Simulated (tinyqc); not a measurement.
Free and trapped electrons in a MOS channel with a dense trap tail: two steps of the calculation.

p-type body, charge-sheet picture, full ionisation (an idealisation for deep acceptors), Boltzmann statistics for free electrons. e = Ec - EF at the surface. Acceptor-like traps of density D(E) = D0 + De exp(-E/Ew) at depth E below Ec, from 0 to Eu, hold n_t = integral of D(E)/(1 + exp((e - E)/Vt)). psi = Eg - Vt ln(Nv/Na) - e; N_dep = sqrt(2 eps0 eps_r Na (psi - Vt)/q); n_f = sqrt(N_dep^2 + 2 eps0 eps_r Vt Nc exp(-e/Vt)/q) - N_dep; Vg = Vfb + psi + q (N_dep + n_t + n_f)/Cox, Cox = eps0 eox/tox.

Values chosen for this exercise; band and dielectric values close to those of gallium nitride: temperature T = 300 K; band gap Eg = 3.42 eV; relative permittivity eps_r = 9.66; conduction-band density of states at T Nc = 2.27e18 cm^-3; valence-band density of states at T Nv = 4.53e19 cm^-3; relative permittivity of the insulator eox = 3.9; insulator thickness tox = 71 nm; acceptor density Na = 1.8e17 cm^-3; flat-band voltage without trapped charge Vfb = -2.63 V; constant background density of acceptor-like traps D0 = 7.2e10 cm^-2 eV^-1; density of the tail at the conduction edge De = 4e12 cm^-2 eV^-1; decay energy of the tail Ew = 0.13 eV; depth below Ec down to which the traps reach Eu = 0.97 eV; mobility of free electrons mf = 230 cm^2/(V s); Ec - EF at the surface e = 0.038 eV.

Constants: q = 1.602176634e-19 C, kB = 1.380649e-23 J/K, Vt = kB T/q, eps0 = 8.8541878128e-14 F/cm where lengths are in cm. Results are converted to the units shown.

Task 1. Trapped charge. Trapezoid rule on 12 equal steps from 0 to Eu, f = 1/(1 + exp((e - E)/Vt)).

Wanted: E; D(E) f; n_t.

Result 1.

```
point    E (eV)  D(E) f (cm^-2 eV^-1)
0             0             7.6129e11
1      0.080833             1.8643e12
2       0.16167             1.2152e12
3       0.24250             6.9109e11
4       0.32333             4.0457e11
5       0.40417             2.5059e11
6       0.48500             1.6790e11
7       0.56583             1.2350e11
8       0.64667             9.9652e10
9       0.72750             8.6848e10
10      0.80833             7.9973e10
11      0.88917             7.6282e10
12      0.97000             7.4299e10
```

n_t = 4.4278e11 cm^-2

Task 2. Charges and gate voltage. psi, N_dep, n_f and Vg as defined, with the n_t given; free share n_f/(n_f + n_t); apparent mobility mf n_f/(n_f + n_t); gate voltage spent on traps q n_t/Cox.

n_t = 4.4278401e11 cm^-2

Give: psi; N_dep; n_f; Vg; free share; apparent mobility; gate voltage spent on traps.

Result 2.

psi = 3.239 V
N_dep = 2.485e12 cm^-2
n_f = 2.882e10 cm^-2
Vg = 10.35 V
free share = 6.111 %
apparent mobility = 14.06 cm^2/(V s)
gate voltage spent on traps = 1.459 V

Numbers from tinyqc (`OMP_NUM_THREADS=1 python tinyqc.py 2222170 2222171 out.jsonl`; about 0.02 s on one thread of a shared Intel Xeon 2.30GHz).
